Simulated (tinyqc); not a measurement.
Metal-interlayer-semiconductor contact, depinning against tunnelling resistance: contact resistivity against the conduction-band offset of the interlayer above the semiconductor.

Zero bias, n-type semiconductor. Gap states at the semiconductor surface thin out as exp(-be ti), which unpins the barrier; electrons must then cross the interlayer (a rectangular barrier, no voltage drop across it) and the parabolic depleted layer, both by WKB. Energies E are counted from the Fermi level; no image force, parabolic bands.

S = 1/(1 + (1/S0 - 1) exp(-be ti)); phiB = S (phiM - chi) + (1 - S)(Eg - E0); xi = Ec - EF deep inside, from Nd = Nc F(-xi/Vt), F(x) = (2/sqrt(pi)) int_0^infinity sqrt(u) du/(1 + exp(u - x)); band bending U = phiB - xi; E00 = (hbar/2) sqrt(Nd/(eps0 eps_r mt m0)) in volts; A = 4 pi q mA m0 kB^2/h^3. With U = phiB - xi: for xi < E < phiB, y = (E - xi)/U and G1 = (U/E00) [sqrt(1 - y) - y ln((1 + sqrt(1 - y))/sqrt(y))], G1 = 0 above phiB; G2 = 2 ti sqrt(mi max(phiB + dE - E, 0)/C), C = hbar^2/(2 m0); f = 1/(1 + exp(E/Vt)); 1/rho_c = (A T^2/Vt^2) times the integral of exp(-G1 - G2) f over E from xi upwards. Shares under 0.001 % are printed as 0; rows without band bending are left out.

Inputs (values chosen for the exercise); semiconductor values close to those of gallium nitride; interlayer mass of the order of that in lanthanum oxide, offset chosen freely:

| symbol | value | unit | meaning |
|---|---|---|---|
| T | 300 | K | temperature |
| Eg | 3.41 | eV | band gap |
| eps_r | 9.84 |  | relative permittivity |
| chi | 4.1 | eV | electron affinity |
| Nc | 2.3e18 | cm^-3 | conduction-band density of states at T |
| mt | 0.199 | m0 | tunnelling mass in the semiconductor |
| mA | 0.202 | m0 | Richardson mass |
| Nd | 2.2e19 | cm^-3 | donor density |
| E0 | 2.3 | eV | charge-neutrality level above the valence band |
| S0 | 0.61 |  | pinning factor without interlayer |
| phiM | 4.24 | eV | metal work function |
| ti | 1.8 | nm | interlayer thickness |
| mi | 0.29 | m0 | tunnelling mass in the interlayer |
| be | 2.4 | 1/nm | decay constant of gap states through the interlayer |

Constants: q = 1.602176634e-19 C, kB = 1.380649e-23 J/K, eps0 = 8.8541878128e-12 F/m, hbar = 1.054571817e-34 J s, h = 6.62607015e-34 J s, m0 = 9.1093837015e-31 kg, Vt = kB T/q, hbar^2/(2 m0) = 0.0380998212 eV nm^2. Results are converted to the units shown.

The same in every row: S = 0.992; phiB (eV) = 0.148; E00/Vt = 2.41; rho_c with G2 = 0 (ohm cm^2) = 1.69e-8.

Result of one run:
```
rho_c (ohm cm^2)	peak of the integrand (eV)	share above phiB (%)
5.01e-5	0.00323	1.50
```

Which conduction-band offset of the interlayer above the semiconductor dE gave this result: 0.5, 1.5, 2 or 3 eV?

dE = 0.5 eV.

The whole series:
```
dE (eV)	rho_c (ohm cm^2)	peak of the integrand (eV)	share above phiB (%)
0	5.22e-7	0.0213	14.3
0.5	5.01e-5	0.00323	1.50
1	7.17e-4	-1.77e-4	1.10
1.5	0.00592	-0.00186	0.944
2	0.0361	-0.00292	0.862
2.5	0.180	-0.00366	0.810
3	0.774	-0.00421	0.773
```

As dE goes from 0 to 3, phiB stays at 0.148 eV and rho_c rises from 5.22e-7 to 0.774 ohm cm^2. The ratio of rho_c to its value with G2 = 0 runs from 30.9 to 4.58e7.

Range of the model: The depletion charge would drop about 0.11 V across such an interlayer (eps_r near 25) at ti = 1.8 nm and Nd = 2.2e19 cm^-3, against a band bending of 0.28 V; this model leaves that drop out.

tinyqc, about 0.02 s, one thread, Intel Xeon 2.30GHz (shared host): `OMP_NUM_THREADS=1 python tinyqc.py 2270059 2270060 out.jsonl`
